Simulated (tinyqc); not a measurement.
# One-sided p+-n junction, ionisation integral and breakdown: what changes with what

A p+ layer at x < 0 and an n drift layer from x = 0. Depletion approximation, built-in voltage neglected. Local ionisation coefficients alpha_n = an exp(-(bn/E)^mx), alpha_p = ap exp(-(bp/E)^mx). Electrons move towards +x, holes towards x = 0.

Inputs (values chosen for the exercise); material values close to those of germanium: relative permittivity eps_r = 15.9; prefactor of the electron ionisation coefficient an = 1.51e7 1/cm; field constant for electrons bn = 1.55e6 V/cm; prefactor of the hole ionisation coefficient ap = 9.86e6 1/cm; field constant for holes bp = 1.21e6 V/cm; exponent mx = 1; electron mobility of the drift layer mu = 3650 cm^2/(V s); donor density of the drift layer N = 4.4e16 cm^-3.

Constants: q = 1.602176634e-19 C, eps0 = 8.8541878128e-14 F/cm where lengths are in cm. Results are converted to the units shown.

Each table varies one quantity; the others keep the values above.

## Multiplication against voltage

W = sqrt(2 eps0 eps_r V/(q N)), peak field E0 = q N W/(eps0 eps_r), falling linearly to 0 at W. G(x) = integral from 0 to x of (alpha_n - alpha_p); I_n = integral of alpha_n exp(-G) (electrons injected at x = 0), I_p = integral of alpha_p exp(G(end) - G) (holes injected at the far edge); M = 1/(1 - I). Integrals on a fine grid; BV is where I_n = 1. Here BV = 8.61786 V; the Miller exponent is n = ln(1 - 1/M)/ln(V/BV).

Multiplication against voltage:

| V (V) | E0 (kV/cm) | I_n | I_p | M_n | M_p | Miller n, electrons | Miller n, holes |
|---|---|---|---|---|---|---|---|
| 3.45 | 186 | 0.0135 | 0.0639 | 1.01 | 1.07 | 4.70 | 3.01 |
| 4.31 | 208 | 0.0409 | 0.149 | 1.04 | 1.18 | 4.61 | 2.74 |
| 5.17 | 228 | 0.0966 | 0.277 | 1.11 | 1.38 | 4.57 | 2.51 |
| 6.03 | 246 | 0.195 | 0.439 | 1.24 | 1.78 | 4.57 | 2.31 |
| 6.89 | 263 | 0.358 | 0.622 | 1.56 | 2.65 | 4.60 | 2.12 |
| 7.41 | 272 | 0.498 | 0.738 | 1.99 | 3.81 | 4.62 | 2.02 |
| 7.93 | 282 | 0.679 | 0.853 | 3.12 | 6.79 | 4.65 | 1.92 |
| 8.27 | 288 | 0.825 | 0.926 | 5.70 | 13.6 | 4.68 | 1.85 |
| 8.49 | 292 | 0.932 | 0.973 | 14.8 | 37.4 | 4.69 | 1.81 |

What does the table show?

M_n rises from 1.014 to 14.8 and M_p from 1.068 to 37.4; both diverge at BV. The Miller exponent for electrons goes from 4.70 through a minimum of 4.57 (at V = 6.03 among the rows listed) to 4.69 and that for holes falls from 3.01 to 1.81. The larger multiplication belongs to holes, whose coefficient at the peak field of the last row is 2.10 times the other.

## Effect of the drift doping

Same model as above.

Specific on-resistance Ron = W/(q mu N) with constant mobility and full ionisation.

Effect of the drift doping:

| N (cm^-3) | BV (V) | E0 at BV (kV/cm) | W at BV (um) | Ron (mohm cm^2) | BV^2/Ron (MW/cm^2) | eps0 eps_r mu E0^3/4 (MW/cm^2) |
|---|---|---|---|---|---|---|
| 3.7e15 | 51.8 | 209 | 4.96 | 0.229 | 11.7 | 11.7 |
| 7e15 | 32.1 | 226 | 2.84 | 0.0694 | 14.9 | 14.9 |
| 1.4e16 | 19.3 | 248 | 1.56 | 0.0190 | 19.6 | 19.6 |
| 2.6e16 | 12.4 | 271 | 0.916 | 0.00603 | 25.6 | 25.6 |
| 5e16 | 7.90 | 300 | 0.527 | 0.00180 | 34.6 | 34.6 |
| 9.6e16 | 5.10 | 334 | 0.306 | 5.45e-4 | 47.9 | 47.9 |
| 1.8e17 | 3.41 | 374 | 0.182 | 1.73e-4 | 67.1 | 67.1 |
| 3.5e17 | 2.27 | 426 | 0.107 | 5.22e-5 | 99.0 | 99.0 |

Read the table: what changes, and by how much?

BV falls from 51.8 to 2.27 V while the critical field rises from 209 to 426 kV/cm. BV goes as N^(-0.75) between the first two rows and N^(-0.61) between the last two (a coefficient proportional to E^7 gives -0.75 without punch-through). Ron goes as BV^(2.68) over the table; the last two columns agree since BV = E0 W/2 and N = eps0 eps_r E0/(q W). For N = 2.6e16, 5e16, 9.6e16, 1.8e17, 3.5e17 the layer is under 0.5 um wide or BV under 16 V, so dead space, tunnelling and the built-in voltage, all left out, matter.

Program tinyqc, `OMP_NUM_THREADS=1 python tinyqc.py 2120152 2120153 out.jsonl`; Intel Xeon 2.30GHz, shared host, one thread, about 0.03 s.
